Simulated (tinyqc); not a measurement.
Two-dimensional dopant profile at a mask edge: lateral junction, overlap and effective channel length: one step, computed by the program tinyqc.

Ions enter for y < 0; the mask (spacer, then gate) covers y > 0. x is the depth. The surface reflects dopant during the anneal.

Task: Junction contour. Widths s_x^2 = (vertical straggle)^2 + 2 D t, s_y^2 = (lateral straggle)^2 + 2 D t. C(x, y) = V(x) (1/2) erfc(y/(sqrt2 s_y)), V(x) = Q/(sqrt(2 pi) s_x) [exp(-(x - R_p)^2/(2 s_x^2)) + exp(-(x + R_p)^2/(2 s_x^2))]; 1 nm = 1e-7 cm. The lateral junction at depth x solves C = C_B: y_j(x) = sqrt2 s_y erfc^-1(2 C_B/V(x)). Depths are 0, 0.15, 0.3, 0.45, 0.6, 0.75, 0.9 and 0.97 of x_j.

Inputs (values chosen for the exercise, modelled on a source-drain extension in silicon): dose Q = 4.3e+14 1/cm^2; projected range R_p = 4.2 nm; channel doping C_B = 1.4e+17 1/cm^3.

vertical junction x_j = 11.61779 nm

s_x = 1.763519 nm

s_y = 1.915724 nm

Give: Contour.

Result:

Contour:

| x/x_j | x (nm) | V (1/cm^3) | y_j (nm) |
|---|---|---|---|
| 0.00 | 0.0 | 1.14e+20 | 5.80 |
| 0.15 | 1.7 | 3.72e+20 | 6.45 |
| 0.30 | 3.5 | 8.96e+20 | 6.91 |
| 0.45 | 5.2 | 8.21e+20 | 6.86 |
| 0.60 | 7.0 | 2.83e+20 | 6.31 |
| 0.75 | 8.7 | 3.68e+19 | 5.11 |
| 0.90 | 10.5 | 1.80e+18 | 2.72 |
| 0.97 | 11.3 | 3.15e+17 | 0.27 |

The contour reaches furthest, 6.91 nm, at x/x_j = 0.3 among these rows, below the surface, where punch-through would start. It crosses the mask edge where V = 2 C_B. Caution: the peak exceeds usual solubilities, so part of the dose is inactive and diffusion is concentration dependent.
